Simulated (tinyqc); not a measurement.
Bias-temperature instability, empirical power law with universal recovery: two steps of the calculation.

Threshold-voltage shift at the end of a stress: dV = A (V/V0)^g exp[-(Ea q/kB)(1/T - 1/T0)] (t/1 s)^n. After a delay tr the permanent share pp stays and the rest falls by r = 1/(1 + B (tr/t)^be). An empirical model: its parameters are fits, not properties.

Inputs (values chosen for the exercise): reference stress voltage V0 = 1.6 V; reference temperature T0 = 398 K; shift after 1 s at V0 and T0 A = 5.3 mV; time exponent n = 0.13; voltage exponent g = 5; apparent activation energy of the shift Ea = 0.19 eV; permanent share pp = 0.25; recovery scale B = 1.6; recovery dispersion be = 0.1; use voltage V = 0.84 V; use temperature T = 328 K; failure criterion dc = 70 mV; delay before the measurement tr = 10 s.

Constants: q = 1.602176634e-19 C, kB = 1.380649e-23 J/K. Results are converted to the units shown.

Question 1. Shift and lifetime at use conditions. The lifetime solves dV = dc; ten years are 3.15576e8 s.

Wanted: voltage factor; temperature factor; shift after ten years; lifetime; largest voltage for ten years.

Answer 1.

voltage factor = 0.03988
temperature factor = 0.3066
shift after ten years = 0.8251 mV
lifetime = 6.845e15 years
largest voltage for ten years = 2.042 V

The device passes: the shift at ten years is below dc. A lifetime beyond 100 years is a far extrapolation of the power law. In time the voltage exponent is g/n = 38.5 and the activation energy Ea/n = 1.46 eV.

Question 2. What a delayed measurement sees. At V0 and T0, measured shift = dV [pp + (1 - pp) r]; the apparent exponent is the slope of ln(shift) against ln t between the first and last point.

t, point 0 to 2 (s): [1, 10, 100]

Find: dV; share left; measured; apparent n.

Answer 2.

| point | dV (mV) | share left | measured (mV) |
|---|---|---|---|
| 0 | 5.300 | 0.4988 | 2.644 |
| 1 | 7.150 | 0.5385 | 3.850 |
| 2 | 9.644 | 0.5803 | 5.596 |

apparent n = 0.1628

The delay hides 42.0 % of the last shift and raises the exponent from 0.13 to 0.163, since short stresses recover by a larger share.

Numbers from tinyqc (`OMP_NUM_THREADS=1 python tinyqc.py 2070024 2070025 out.jsonl`; about 0.01 s on one thread of a shared Intel Xeon 2.30GHz).
